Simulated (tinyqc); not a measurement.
From remote-charge mobility back to distance d of the charges from the interface: low-temperature mobility of a two-dimensional electron gas with static screening. Computed by tinyqc, a small Python program. Command: `OMP_NUM_THREADS=1 python tinyqc.py 3018688 3018689 out.jsonl twodeg inv`. One thread of a shared host (Intel(R) Xeon(R) Processor @ 2.30GHz), about 0.01 s of CPU time with the checks.

One subband is filled, the gas is degenerate and scatters at the Fermi circle; one permittivity serves on both sides of the interface. All formulas are in SI units, masses times m_0. Piezoelectric and polar phonons are left out, and n_s is taken as set by a gate, independent of N_i.

Inputs (values chosen for the exercise, modelled on a strained silicon well):

| quantity | value | unit |
|---|---|---|
| in-plane mass m | 0.195 | m_0 |
| mass across the layer m_z | 0.896 | m_0 |
| permittivity eps | 11.6 | - |
| valley degeneracy g_v | 2 | - |
| sheet density n_s | 3.2e+12 | 1/cm^2 |
| depletion charge N_d | 4.4e+10 | 1/cm^2 |
| roughness height Delta | 0.5 | nm |
| correlation length Lambda | 3.9 | nm |
| remote charge density N_i | 4.8e+11 | 1/cm^2 |

Wave function: ideal sheet. Roughness spectrum: Gaussian.

Constants: m_0 = 9.1093837015e-31 kg; e = 1.602176634e-19 C; eps_0 = 8.8541878128e-12 F/m; hbar = 1.054571817e-34 J s.

Method:
- k_F = sqrt(2 pi n_s/g_v); E_F = hbar^2 k_F^2/(2 m); q_TF = g_v m e^2/(2 pi eps eps_0 hbar^2); Fang-Howard parameter b = [12 m_z e^2 (N_d + 11 n_s/32)/(eps eps_0 hbar^2)]^(1/3), mean depth 3/b; effective field F = e (N_d + n_s/2)/(eps eps_0).
- Form factors of a sheet of zero thickness: G(q) = 1, P(q) = exp(-q d). Dielectric function eps(q) = 1 + q_TF G(q)/q, with q = 2 k_F sin(theta/2).
- Remote charges: <|U|^2> = N_i [e^2 P(q)/(2 eps eps_0 q)]^2.
- 1/tau_t = (m/(pi hbar^3)) int_0^pi (1 - cos theta) <|U|^2>/eps(q)^2 dtheta; the quantum rate 1/tau_q drops the factor (1 - cos theta); 200 Gauss-Legendre points in s with theta = pi s^2, s from 0 to 1; mu = e tau_t/m.

Task: A run gave the result below. Find the distance d of the charges from the interface, known to lie between 17 and 30 nm.

remote-charge mobility = 8.375531e+06 cm^2/(V s)

Result:

Each step takes the trial c = (a f_b - b f_a)/(f_b - f_a), f being the result less the target and a, b, c the logarithms of the listed values; c replaces end b, the old b replaces a if the sign of f changed, and otherwise f_a is halved.

Scan of the range:

| distance d of the charges from the interface (nm) | remote-charge mobility (cm^2/(V s)) |
|---|---|
| 17.0 | 5.68037e+06 |
| 18.7 | 7.49257e+06 |
| 20.5 | 9.79043e+06 |
| 22.6 | 1.30112e+07 |
| 24.8 | 1.70684e+07 |
| 27.3 | 2.26092e+07 |
| 30.0 | 2.98119e+07 |

False position (Illinois rule, in the logarithm of the input) inside the bracket:

| step | end a | end b | trial | remote-charge mobility (cm^2/(V s)) |
|---|---|---|---|---|
| 1 | 18.7000 | 20.5000 | 19.3722 | 8.30318e+06 |
| 2 | 20.5000 | 19.3722 | 19.4256 | 8.36996e+06 |
| 3 | 20.5000 | 19.4256 | 19.4337 | 8.38021e+06 |
| 4 | 19.4256 | 19.4337 | 19.4300 | 8.37553e+06 |
| 5 | 19.4337 | 19.4300 | 19.4300 | 8.37553e+06 |

Remote-charge mobility rises at every point of a 13-point scan of the range (every second point is shown), so one value fits; it is bracketed by 18.7 and 20.5. Answer: distance d of the charges from the interface = 19.43 nm.
